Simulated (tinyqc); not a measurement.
# Small-signal admittance of a forward-biased p+-n diode, step by step

Computed by the program tinyqc: `OMP_NUM_THREADS=1 python tinyqc.py 2890108 2890109 out.jsonl`, one thread of a shared Intel Xeon 2.30GHz, about 0.01 s for the whole run. Printed values are rounded.

Holes injected into a neutral base of width wb with an ohmic contact at its end; low injection, p0 far above the equilibrium density. A small voltage v exp(i w t), w = 2 pi f, modulates the edge density by p0 v/Vt, and the small-signal density obeys Dp d2p/dx2 = (1/tau + i w) p.

Values chosen for this exercise; permittivity close to that of silicon: temperature T = 300 K; relative permittivity eps_r = 11.7; donor density of the base Nd = 7.4e16 cm^-3; hole diffusion coefficient Dp = 6.8 cm^2/s; hole lifetime tau = 7e-9 s; width of the neutral base wb = 0.89 um; excess hole density at the junction edge p0 = 1.8e15 cm^-3; acceptor density of the p+ side Na = 1e19 cm^-3; signal frequency f = 7.1e7 Hz.

Constants: q = 1.602176634e-19 C, kB = 1.380649e-23 J/K, Vt = kB T/q, eps0 = 8.8541878128e-14 F/cm where lengths are in cm. Results are converted to the units shown.

## Closed-form admittance

L = sqrt(Dp tau); direct current J = (q Dp p0/L) coth(wb/L); k = sqrt(1 + i w tau)/L; diffusion admittance Y = (q Dp p0/Vt) k coth(k wb) = G + i w C_diff; junction capacitance C_j = sqrt(q eps0 eps_r Nd/(2 Vr)) in the depletion approximation, with the remaining barrier Vr = Vt ln(Na/p0), a rough value under forward bias; base-width modulation is left out.

L = 2.18174 um
J = 23.2433 A/cm^2
k wb = 0.596678+0.435451i
Y = 903.959+144.201i S/cm^2
C_diff = 0.323244 uF/cm^2
C_j = 0.165981 uF/cm^2

G is 1.01 times its low-frequency value J/Vt, and C_diff is 1.95 times C_j.

## The same by finite differences

7 equal intervals, h = wb/7; u = small-signal density over its edge value, u_0 = 1, u_7 = 0; u_(i-1) + b u_i + u_(i+1) = 0 with b = -2 - h^2 (1/tau + i w)/Dp; Y = (q Dp p0/(Vt h)) (-b/2 - u_1), which includes the half box at the edge.

b = -2.00340-0.01061i
u, node 1 to 6: 0.850126-0.019133i  0.703342-0.029316i  0.559258-0.032139i  0.417414-0.029140i  0.277296-0.021814i  0.138351-0.011621i
Y on the mesh = 904.325+145.791i S/cm^2

Against the closed form the real part is 0.040 % above it and the imaginary part 1.1 % above it; |k h| = 0.11.
